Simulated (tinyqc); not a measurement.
Extended Hueckel theory, for H4, step by step. One step of it, computed by the program tinyqc.

Problem. Wolfsberg-Helmholz matrix. H_ij = K' S_ij (H_ii + H_jj)/2 for i != j (the diagonal keeps H_ii), with K' = K + D^2 + D^4 (1 - K), D = (H_ii - H_jj)/(H_ii + H_jj), K = 1.75.

overlap S, order 1H 1s, 2H 1s, 3H 1s, 4H 1s:
```
[[1.000000, 0.494180, 0.150387, 0.027871],
 [0.494180, 1.000000, 0.587199, 0.150633],
 [0.150387, 0.587199, 1.000000, 0.494794],
 [0.027871, 0.150633, 0.494794, 1.000000]]
```

diagonal H_ii (eV): [-13.600000, -13.600000, -13.600000, -13.600000]

K = 1.750000

Give: H.

Solution.

H (eV), order 1H 1s, 2H 1s, 3H 1s, 4H 1s:
```
[[-13.6000, -11.7615, -3.5792, -0.6633],
 [-11.7615, -13.6000, -13.9753, -3.5851],
 [-3.5792, -13.9753, -13.6000, -11.7761],
 [-0.6633, -3.5851, -11.7761, -13.6000]]
```
